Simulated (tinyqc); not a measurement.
# Worked calculation: single-electron transistor, orthodox theory and master equation

tinyqc, about 0.01 s, one thread, Intel Xeon 2.30GHz (shared host): `OMP_NUM_THREADS=1 python tinyqc.py 2780038 2780039 out.jsonl` Printed values are rounded.

A metal island with n extra electrons joins the left lead (voltage V) and the right lead (0 V) by tunnel junctions and couples to a gate. Cs = CL + CR + Cg. Adding electron n + 1 costs mu(n) = [q (n + 1/2) - CL V - Cg Vg]/Cs (in volts); the Fermi levels are -V (left) and 0 (right). A jump that gains the energy W has the rate G(W) = (W/q)/(R [1 - exp(-W/Vt)]), W in volts, Vt = kB T/q. Sequential tunnelling only; I > 0 flows from left to right.

Inputs (values chosen for the exercise): capacitance of the left junction CL = 5.2 aF; capacitance of the right junction CR = 3.1 aF; gate capacitance Cg = 0.91 aF; resistance of the left junction RL = 81 kohm; resistance of the right junction RR = 1600 kohm; temperature T = 7.3 K; bias of the left lead V = 39 mV; gate voltage Vg = 120 mV; lowest charge state kept n0 = -1; highest charge state kept n1 = 2.

Constants: q = 1.602176634e-19 C, kB = 1.380649e-23 J/K, Vt = kB T/q. Results are converted to the units shown.

Range of the model: Cotunnelling, which dominates deep in the blockade, is left out. A junction resistance within a factor of four of h/q^2 = 25.8 kohm strains the orthodox theory.

## Charging energy and addition levels

q/Cs, the gate period q/Cg, and mu(n) for the transitions kept.

q/Cs = 17.39605 mV
q/Cg = 176.0634 mV
kB T/(q^2/Cs) = 0.03616138
mu(n), n to n + 1, n -1 to 1 (mV): [-42.57425, -25.17819, -7.78214]

## Tunnelling rates

Onto the island: from the left W = -V - mu(n), from the right W = -mu(n); off the island (n + 1 to n): to the left W = mu(n) + V, to the right W = mu(n).

```
n to n + 1, n  on from left (1/ns)  on from right (1/ns)  off to left (1/ns)  off to right (1/ns)
-1                        276.3578              166.0797           0.9416287         6.727943e-28
0                      3.055365e-7              98.21870            1065.048         4.070597e-16
1                     6.745332e-19              30.35781            2405.513          1.287160e-4
```

## Probabilities and current

Steady state: p(n + 1)/p(n) = (sum of on rates)/(sum of off rates), normalised. I = q sum_n [p(n + 1) (off to left) - p(n) (on from left)].

p(n), n -1 to 2: [0.001942722, 0.9128152, 0.08417976, 0.001062357]
I = 14.82553 nA
mean n = 0.08436175

Two plain resistors in series would pass 23.2 nA; this is 63.9 % of that. 2 charge states hold more than 1 % each.
